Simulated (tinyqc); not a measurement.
X-ray reflectivity of a thin film on silicon: critical angles, Parratt recursion, fringes and roughness: one step, computed by the program tinyqc.

n = 1 - delta + i beta; the classical electron radius is r_e = 2.8179403e-6 nm. Layer 0 is vacuum, 1 the film, 2 the substrate.

Task: Reflectivity at one angle. k_j = (2 pi/lambda) sqrt(sin^2 theta - 2 delta_j + 2 i beta_j); r_ij = (k_i - k_j)/(k_i + k_j) x exp(-2 k_i k_j sigma^2) (Nevot-Croce); r = (r_01 + r_12 p)/(1 + r_01 r_12 p), p = exp(2 i k_1 d); R = |r|^2.

Inputs (values chosen for the exercise, modelled on TiN on silicon, copper K-alpha radiation): wavelength lambda = 0.15406 nm; film thickness d = 28.8 nm; roughness of the surface sigma_1 = 0.95 nm; roughness of the interface sigma_2 = 0.72 nm; grazing angle theta = 1.17 degrees.

Constants:
```
layer      rho_e (1/nm^3)         delta          beta  critical angle (degrees)  q_c (1/nm)
film             1397.546  1.487640e-05  1.026472e-06                 0.3125263   0.4449220
substrate         711.402  7.572626e-06  1.741704e-07                 0.2229774   0.3174375
```

Give: k_0, k_1, k_2; 1000 r_01; 1000 r_12; p; reflectivity R; q = 4 pi sin(theta)/lambda.

Result:

k_0, k_1, k_2 (1/nm): [0.8328, 0.8025+0.0021i, 0.8175+0.0004i]

1000 r_01 = 5.537-0.414i

1000 r_12 = -4.687+0.571i

p = -0.5502+0.6927i

reflectivity R = 7.539e-05

q = 4 pi sin(theta)/lambda = 1.666 1/nm
